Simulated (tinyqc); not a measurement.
## Potential step from the flux

Problem. On one interval J = (q mu Vt/hx) [nb B(d) - na B(-d)], B(d) = d/(exp(d) - 1), d = (psi_b - psi_a)/Vt. Find psi_b - psi_a, and the step at which J would vanish.

Inputs (values chosen for the exercise):
- T = 250 K (temperature)
- mu = 1360 cm^2/(V s) (electron mobility)
- na = 1.2e14 cm^-3 (density at the left node)
- nb = 6.5e14 cm^-3 (density at the right node)
- hx = 71 nm (node spacing)

Constants: q = 1.602176634e-19 C, kB = 1.380649e-23 J/K, Vt = kB T/q. Results are converted to the units shown.

J = 2479.9825 A/cm^2

Solution. B(d) falls and B(-d) rises with d, so J falls steadily with the step and one value matches. J = 0 needs nb/na = exp(d), the Boltzmann ratio.

psi_b - psi_a = -0.124 V
step for J = 0 = 0.0364 V

Computed by the program tinyqc: `OMP_NUM_THREADS=1 python tinyqc.py 2220113 2220114 out.jsonl`, one thread of a shared Intel Xeon 2.30GHz, about 0.01 s for the whole run.
